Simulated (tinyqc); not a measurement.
Worked calculation: Hubbard ring of 3 sites. Computed by tinyqc, a small Python program that keeps every step. Settings: hopping = 0.73, U = 0.9, mixing = 0.2, iteration cap = 71. Command: `OMP_NUM_THREADS=1 python tinyqc.py 27360 27361 out.jsonl` (the two numbers bound the seeds that draw the settings). One thread of a shared host (Intel(R) Xeon(R) Processor @ 2.60GHz), about 0.3 s of CPU time with the checks. Later iterations appear only in the table of the cycle.

## Mean-field iteration 1

one-body matrix (hopping and site energies) (eV):
```
          1         2         3
1  -0.49000  -0.73000  -0.73000
2  -0.73000  -0.90000  -0.73000
3  -0.73000  -0.73000   0.54000
```

U = 0.90000 eV

electrons, up and down: 2  1

mixing = 0.20000

n(up) at the start (a guess, not normalised): 1 0.66700, 2 0.66700, 3 0.66700

n(down) at the start (a guess): 1 0.33300, 2 0.33300, 3 0.33300

H(up) = T + U n(down), H(down) = T + U n(up); fill the lowest levels; n(new) = n + mixing (n(out) - n); E = tr T (rho up + rho down) + U sum n_up n_down of the output.

levels, up (eV): -1.58647  0.34627  1.28930

levels, down (eV): -1.28587  0.64687  1.58990

energy = -2.99751 eV

n(up) after iteration 1: 1 0.71025, 2 0.72384, 3 0.56671

n(down) after iteration 1: 1 0.33332, 2 0.36911, 3 0.29677

## Mean-field iteration 2

As before.

levels, up (eV): -1.57488  0.36035  1.26381

levels, down (eV): -1.26118  0.68928  1.52261

energy = -3.00656 eV

n(up) after iteration 2: 1 0.74452, 2 0.76885, 3 0.48727

n(down) after iteration 2: 1 0.33323, 2 0.39573, 3 0.27039

## Mean-field iteration 3

As before.

levels, up (eV): -1.56670  0.37076  1.24536

levels, down (eV): -1.24297  0.72270  1.47084

energy = -3.01262 eV

n(up) after iteration 3: 1 0.77173, 2 0.80449, 3 0.42430

n(down) after iteration 3: 1 0.33281, 2 0.41513, 3 0.25155

## Convergence

Each step fills the lowest levels of T + U n(other spin) and sets n(new) = n + mixing (n(out) - n); stop when output and input agree to 1e-8.

Course of the cycle:
```
iteration      E (eV)  largest |n(out) - n(in)|  mean |n_up - n_down|
1          -2.9975119                  5.01e-01               0.33333
2          -3.0065556                  3.97e-01               0.33333
3          -3.0126244                  3.15e-01               0.33585
4          -3.0166343                  2.50e-01               0.34086
5          -3.0192546                  1.98e-01               0.34526
6          -3.0209542                  1.58e-01               0.34907
7          -3.0220519                  1.26e-01               0.35233
8          -3.0227595                  1.00e-01               0.35511
9          -3.0232156                  8.00e-02               0.35745
10         -3.0235101                  6.40e-02               0.35942
11         -3.0237007                  5.13e-02               0.36106
...               ...                       ...                   ...
61         -3.0240628                  3.44e-06               0.36930
62         -3.0240628                  2.87e-06               0.36930
63         -3.0240628                  2.40e-06               0.36930
64         -3.0240628                  2.00e-06               0.36930
65         -3.0240628                  1.67e-06               0.36930
66         -3.0240628                  1.40e-06               0.36930
67         -3.0240628                  1.17e-06               0.36930
68         -3.0240628                  9.74e-07               0.36930
69         -3.0240628                  8.13e-07               0.36930
70         -3.0240628                  6.79e-07               0.36930
71         -3.0240628                  5.67e-07               0.36930
```

Not converged within 71 iterations: the residual falls steadily but slowly, by a factor of about 0.84 a step. The lowest mean-field energy found from random starts is -3.02406 eV. Reruns (cap 100 unless said): mixing 0.5: converged in 34 (E = -3.02406); mixing 0.9: converged in 15 (E = -3.02406); the original settings with a cap of 400: converged in 95 (E = -3.02406).

## The many-body Hamiltonian

Basis: all placements (u, d, 2, 0 on each site), up operators ordered before down ones; hops carry the sign of the same-spin electrons passed.

H (eV):
```
          2u0       u20       uud       20u       udu       u02       duu       02u
2u0  -0.98000  -0.73000  -0.73000  -0.73000   0.00000   0.00000   0.73000   0.00000
u20  -0.73000  -1.39000  -0.73000   0.00000  -0.73000   0.00000   0.00000   0.73000
uud  -0.73000  -0.73000  -0.85000   0.00000   0.00000  -0.73000   0.00000   0.00000
20u  -0.73000   0.00000   0.00000   0.46000  -0.73000  -0.73000  -0.73000   0.00000
udu   0.00000  -0.73000   0.00000  -0.73000  -0.85000  -0.73000   0.00000  -0.73000
u02   0.00000   0.00000  -0.73000  -0.73000  -0.73000   1.49000   0.00000   0.00000
duu   0.73000   0.00000   0.00000  -0.73000   0.00000   0.00000  -0.85000  -0.73000
02u   0.00000   0.73000   0.00000   0.00000  -0.73000   0.00000  -0.73000  -0.36000
0u2   0.00000   0.00000   0.73000   0.00000   0.00000  -0.73000  -0.73000  -0.73000

          0u2
2u0   0.00000
u20   0.00000
uud   0.73000
20u   0.00000
udu   0.00000
u02  -0.73000
duu  -0.73000
02u  -0.73000
0u2   1.08000
```

## Exact diagonalisation (9 states)

Lowest levels of the sector, and the double occupancy of the lowest state.

lowest levels (eV): -3.04319  -2.32457  -0.98180  -0.85000  -0.45171  0.02929

double occupancy per site = 0.23316

## The lowest level by Lanczos steps

From a random start vector (not printed): a_j = <q_j|H|q_j>, b_j = norm of the remainder after orthogonalising; the Ritz value is the lowest eigenvalue of the tridiagonal matrix of a and b so far.

Lanczos:
```
j  a_j (eV)  b_j (eV)  lowest Ritz value (eV)
1  -0.12542   1.98979              -0.1254158
2   0.33702   1.41363              -1.8973791
3  -0.59869   1.67999              -2.4481125
4   0.62342   1.28273              -2.7308442
5  -2.03683   0.40076              -3.0243553
6   0.01902   0.67213              -3.0423404
7   0.33279   0.19242              -3.0431882
8  -0.36749   0.42608              -3.0431918
9  -0.43382         0              -3.0431919
```
